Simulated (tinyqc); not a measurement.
# Vertical double-diffused power MOSFET, components of the on-resistance: effects of single changes

Stripe cells of pitch Wp + a, two channels a cell. Current flows through the channels, spreads in the accumulation layer, passes the gap between the p bodies and spreads at 45 degrees into the drift layer below them. Low drain voltage, full ionisation.

Inputs (values chosen for the exercise); bulk values close to those of silicon: temperature T = 300 K; relative permittivity eps_r = 11.4; critical-field constant Kc = 4060 V/cm per (cm^-3)^(1/8); rated breakdown voltage of the drift layer BV = 100 V; drift mobility at 300 K mud = 1230 cm^2/(V s); temperature exponent of the drift mobility bt = 2.2; gate oxide thickness (eps_r 3.9) tox = 95 nm; gate overdrive Vov = 9 V; channel mobility mch = 210 cm^2/(V s); accumulation-layer mobility mac = 600 cm^2/(V s); channel length Lc = 0.9 um; width of the p body in one cell, channels included Wp = 7.7 um; gap between neighbouring p bodies a = 3.9 um; depth of the p body xp = 1 um; doping of the gap over the drift doping Nj = 2; built-in voltage of the body junction Vbi = 0.784 V; substrate and contact resistance Rs = 0.12 mohm cm^2.

Constants: q = 1.602176634e-19 C, eps0 = 8.8541878128e-14 F/cm where lengths are in cm. Results are converted to the units shown.

Each table varies one quantity; the others keep the values above.

## On-resistance against the rated breakdown voltage of the drift layer

Triangular field at breakdown with Ec = Kc N^(1/8): BV = eps0 eps_r Ec^2/(2 q N), so N = (eps0 eps_r Kc^2/(2 q BV))^(4/3); W = 2 BV/Ec; mu = mud (T/300 K)^(-bt); rho = 1/(q mu N); ideal resistance rho W. Pitch p = Wp + a, Cox = 3.9 eps0/tox; zero-bias depletion in the gap w0 = sqrt(2 eps0 eps_r Vbi/(q N Nj)), open gap g = a - 2 w0; R_ch = Lc p/(2 mch Cox Vov); R_acc = 0.6 a p/(4 mac Cox Vov), 0.6 being an empirical factor for current leaving the layer along its length; R_gap = (rho/Nj) xp p/g; spreading depth t = min(W, (p - g)/2); R_drift = (rho p/2) ln((g + 2 t)/g) + rho (W - t); R_on = the sum with Rs.

The same in every row: R_ch (mohm cm^2) = 0.7598; R_acc (mohm cm^2) = 0.3457.

On-resistance against the rated breakdown voltage of the drift layer:

| BV (V) | R_gap (mohm cm^2) | R_drift (mohm cm^2) | R_on (mohm cm^2) | ideal (mohm cm^2) | largest term |
|---|---|---|---|---|---|
| 20 | 0.02251 | 0.03114 | 1.279 | 0.01195 | channel |
| 34 | 0.04695 | 0.1053 | 1.378 | 0.04503 | channel |
| 59 | 0.1022 | 0.3515 | 1.679 | 0.1786 | channel |
| 100 | 0.2196 | 1.064 | 2.509 | 0.6681 | drift |
| 170 | 0.4900 | 3.421 | 5.136 | 2.517 | drift |
| 300 | 1.236 | 12.73 | 15.20 | 10.41 | drift |
| 510 | 3.326 | 45.37 | 49.92 | 39.24 | drift |
| 870 | 12.75 | 168.7 | 182.7 | 149.2 | drift |

Read the table: what changes, and by how much?

R_on rises from 1.28 to 183 mohm cm^2. The channel term is the largest at BV = 20, the drift term from 100 on. R_on is 107 times the ideal drift resistance in the first row and 1.22 times in the last. The ideal resistance goes as BV^(2.50), and R_on as BV^(2.43) between the last two rows.

## On-resistance against the doping of the gap over the drift doping

Same model as above.

The same in every row: R_ch (mohm cm^2) = 0.7598; R_acc (mohm cm^2) = 0.3457; ideal (mohm cm^2) = 0.6681.

Result of one run:

| Nj | R_gap (mohm cm^2) | R_drift (mohm cm^2) | R_on (mohm cm^2) | largest term |
|---|---|---|---|---|
| 8 | 0.04958 | 1.013 | 2.288 | drift |

What becomes of these results when the doping of the gap over the drift doping Nj is changed from 8 to 5, all else the same?

Result of the changed run:

| Nj | R_gap (mohm cm^2) | R_drift (mohm cm^2) | R_on (mohm cm^2) | largest term |
|---|---|---|---|---|
| 5 | 0.08141 | 1.026 | 2.333 | drift |

The whole series:

| Nj | R_gap (mohm cm^2) | R_drift (mohm cm^2) | R_on (mohm cm^2) | largest term |
|---|---|---|---|---|
| 1 | 0.4819 | 1.112 | 2.819 | drift |
| 1.5 | 0.3028 | 1.081 | 2.609 | drift |
| 2 | 0.2196 | 1.064 | 2.509 | drift |
| 3 | 0.1408 | 1.044 | 2.411 | drift |
| 5 | 0.08141 | 1.026 | 2.333 | drift |
| 8 | 0.04958 | 1.013 | 2.288 | drift |
| 12 | 0.03248 | 1.004 | 2.262 | drift |

R_on falls from 2.82 to 2.26 mohm cm^2. The drift term is the largest at Nj = 1 and in all other rows. R_on is 4.22 times the ideal drift resistance in the first row and 3.39 times in the last.

Computed by the program tinyqc: `OMP_NUM_THREADS=1 python tinyqc.py 2230130 2230131 out.jsonl`, one thread of a shared Intel Xeon 2.30GHz, about 0.01 s for the whole run.
